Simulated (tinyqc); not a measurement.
Inside a calculation: trap in a gate oxide as a short-range spherical well. Values are carried at full precision from step to step, so a last printed digit may differ when a step is redone from the rounded ones.

A spherical well of radius R and depth V0 below the conduction edge, one mass m, c = hbar^2/2m0. The s level at binding Et solves k cot(k R) = -kappa with k = sqrt(m (V0 - Et)/c), kappa = sqrt(m Et/c); it exists for V0 > Vc = c (pi/2R)^2/m. Outside, psi falls as exp(-kappa r)/r.

Constants: hbar^2/2m0 = 3.80998211 eV angstrom^2; fine-structure constant alpha = 0.007297352564; hc = 1239.841984 eV nm; kB = 8.617333262e-05 eV/K.

Inputs chosen for the exercise (near those of SiO2 on 4H SiC; not measured data):
- R = 2.9 angstrom (radius of the well)
- V0 = 7.69 eV (depth of the well)
- m = 0.434 m0 (mass)
- n_r = 1.45 (refractive index)
- dEc = 2.74 eV (conduction offset to the channel)
- Fox = 4.4 MV/cm (oxide field, lowering levels away from the channel)
- t0 = 9 x 1e-11 s (time constant at the interface)
- T = 400 K (temperature)
- EF = -0.07 eV (Fermi level above the channel edge)
- x = 14 angstrom (depth of the trap)

## The bound level

Solve for Et; the share outside is [sin^2(kR)/(2 kappa)]/[sin^2(kR)/(2 kappa) + R/2 - sin(2kR)/(4k)].

Et = 2.6476 eV
k = 0.7579 1/angstrom
kappa = 0.5492 1/angstrom
share outside = 0.253
Vc = 2.576 eV

The well is 2.99 times the critical depth. Since dEt/dV0 equals the share inside, 0.75, a 1 % change of V0 moves Et by 2.2 %. The decay length is 1.8 angstrom, 0.6 times R.

## Peak of the photo-ionisation cross-section

Lucovsky model (delta well, plane-wave final states, no local-field factor): sigma = (32 pi alpha c/(3 n_r m Et)) (x - 1)^(3/2)/x^3, x = h nu/Et, c = hbar^2/2m0; 1 angstrom^2 = 1e-16 cm^2.

The maximum lies at x = 2. Give the photon energy, its wavelength and sigma there.

h nu = 5.295 eV
wavelength = 234 nm
sigma = 6.99 x 1e-18 cm^2

With 25 % of the state outside the well the delta-well form is only a rough model of this centre.

## Level, tunnelling time and occupation

Energies from the conduction edge of the channel. The trap level at depth x is E_T = dEc - Et - e Fox x (1 MV/cm = 0.01 eV/angstrom). An electron at the channel edge tunnels with the WKB exponent S = (4/3) sqrt(m/c) [dEc^(3/2) - (dEc - e Fox x)^(3/2)]/(e Fox), c = hbar^2/2m0; tau = t0 exp(S); the occupation is f = 1/(1 + exp((E_T - EF)/kB T)), tau_c = tau/f and tau_e = tau/(1 - f). Lattice relaxation is left out; a level below the channel edge needs phonons as well, so tau is then a lower bound, while a level above it can also empty elastically at its own energy, through a thinner barrier, faster than this tau.

Give E_T, S, tau and ln(tau_c/tau_e) = (E_T - EF)/kB T.

E_T = -0.524 eV
S = 14.728
tau = 0.000224 s
ln(tau_c/tau_e) = -13.2

The level lies 13 kB T below EF, so the trap is mostly filled. A flat barrier would give S = 2 sqrt(m dEc/c) x = 15.64.

## Checks

- Et from the radial equation on a grid against the matching condition, eV: both 2.65.

(tinyqc, `OMP_NUM_THREADS=1 python tinyqc.py 1281267 1281268 out.jsonl`, Intel(R) Xeon(R) Processor @ 2.30GHz, 1 thread, shared host, about 0.01 s.)
